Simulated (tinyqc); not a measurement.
Front-illuminated p-i-n photodiode, quantum efficiency and bandwidth: two steps of the calculation.

Light enters through a p layer (0 to xp), a depleted layer (xp to xp + wi) and a thick n substrate, decaying as exp(-al x); one pass, no back reflection. Carriers made in the depleted layer are all collected; those in the neutral layers diffuse.

Parameters, values chosen for the exercise; values close to those of germanium at this wavelength: wavelength lam = 1550 nm; absorption coefficient al = 1520 1/cm; reflectance of the front face Rf = 0.02; relative permittivity eps_r = 15.4; thickness of the front p layer xp = 0.59 um; thickness of the depleted layer wi = 3.8 um; electron diffusion coefficient in the p layer Dn = 38 cm^2/s; electron diffusion length in the p layer Ln = 3.9 um; recombination velocity of the front surface S = 1000 cm/s; hole diffusion length in the thick n substrate Lp = 36 um; electron drift velocity ve = 5.96e6 cm/s; hole drift velocity vh = 4.01e6 cm/s; diameter dia = 36 um; load resistance RL = 50 ohm; parasitic capacitance Cp = 20 fF; modulation frequency f = 8.1 GHz.

Constants: q = 1.602176634e-19 C, h = 6.62607015e-34 J s, c = 299792458 m/s, eps0 = 8.8541878128e-14 F/cm where lengths are in cm. Results are converted to the units shown.

Problem 1. Quantum efficiency. k = al Ln, s = S Ln/Dn, e = exp(-al xp); front layer f1 = (k/(k^2 - 1)) {[s + k - e (s cosh(xp/Ln) + sinh(xp/Ln))]/[s sinh(xp/Ln) + cosh(xp/Ln)] - k e}; depleted layer f2 = e (1 - exp(-al wi)); substrate f3 = e exp(-al wi) al Lp/(1 + al Lp); external efficiency (1 - Rf)(f1 + f2 + f3); responsivity = efficiency q lam/(h c).

Wanted: s; f1; f2; f3; external efficiency; responsivity.

Solution 1.

s = 0.010263
f1 = 0.085055
f2 = 0.40112
f3 = 0.43382
external efficiency = 0.90160
responsivity = 1.1271 A/W

The front layer absorbs 8.58 % of the light that enters and collects 99.2 % of that. Diffusion from the neutral layers makes up 56.4 % of the current.

Problem 2. Response at one frequency. Drift response for pairs made in the depleted layer, a = al wi, g = 1 - exp(-a), u = 2 pi i f, te = wi/ve, th = wi/vh: electrons He = [g - a (exp(-a) - exp(-u te))/(u te - a)]/(u te g), holes Hh = [g - a (1 - exp(-a - u th))/(a + u th)]/(u th g); C = eps0 eps_r pi (dia/2)^2/wi + Cp; total |He + Hh|/sqrt(1 + (2 pi f RL C)^2), for the current of the depleted layer alone.

Wanted: te; th; He; Hh; |He + Hh|; C; total response.

Solution 2.

te = 63.76 ps
th = 94.76 ps
He = 0.1863-0.3542i
Hh = 0.0561-0.2322i
|He + Hh| = 0.6346
C = 56.52 fF
total response = 0.6281

The drift response alone falls to 1/sqrt(2) at 7.04 GHz and the RC term alone at 56.3 GHz; together they give 6.96 GHz for this part of the current; the diffusion currents, left out, respond on their own time scales.

Computed by the program tinyqc: `OMP_NUM_THREADS=1 python tinyqc.py 2250120 2250121 out.jsonl`, one thread of a shared Intel Xeon 2.30GHz, about 0.01 s for the whole run.
